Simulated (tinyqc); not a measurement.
What each change does: band folding and unfolding in a supercell of a chain.

A chain with hopping -t and n = 5 sites a supercell. H(K) has v_j on the diagonal, -t between neighbours and -t exp(2 pi i K) on the bond that closes the cell (from the last site to the first of the next cell). The point K holds the n wave vectors k_m = (K + m)/n of the primitive zone, in 2 pi/a, m = 0 to n - 1, with E0 = -2t cos(2 pi k_m). The unfolding weight of a state c on k_m is |sum_j c_j exp(-2 pi i k_m j)|^2/n, j = 0 to n - 1.

Inputs chosen for the exercise:

| symbol | value | unit | meaning |
|---|---|---|---|
| t | 1 | eV | hopping |
| v | (1.2, 0, 0, 0, 0) | eV | site energies in the supercell |
| Kq | 0.3 | 2 pi/(n a) | wave vector in the small zone |

The two lowest levels at K and the weight of the lowest on k_0.

One parameter was then changed.

Results before and after:

| case | level 1 (eV) | level 2 (eV) | weight |
|---|---|---|---|
| base | -1.7271 | -1.0561 | 0.9137 |
| changed | -2.3038 | -1.4614 | 0.8012 |

Which of these changes was made? (a) v = (-1.2, 0, 0, 0, 0) eV; (b) t = 1.1 eV; (c) Kq = 0.35 2 pi/(n a).
Answer: (a) v = (-1.2, 0, 0, 0, 0) eV. Of the candidates, run in turn, only this one gives the changed row.

All candidates:

| case | level 1 (eV) | level 2 (eV) | weight |
|---|---|---|---|
| base | -1.7271 | -1.0561 | 0.9137 |
| t = 1.1 eV | -1.9068 | -1.1799 | 0.9230 |
| v = (-1.2, 0, 0, 0, 0) eV | -2.3038 | -1.4614 | 0.8012 |
| Kq = 0.35 2 pi/(n a) | -1.6911 | -1.1318 | 0.8755 |

tinyqc: `OMP_NUM_THREADS=1 python tinyqc.py 1480701 1480702 out.jsonl`; about 0.01 s, one thread, shared Intel(R) Xeon(R) Processor @ 2.30GHz.
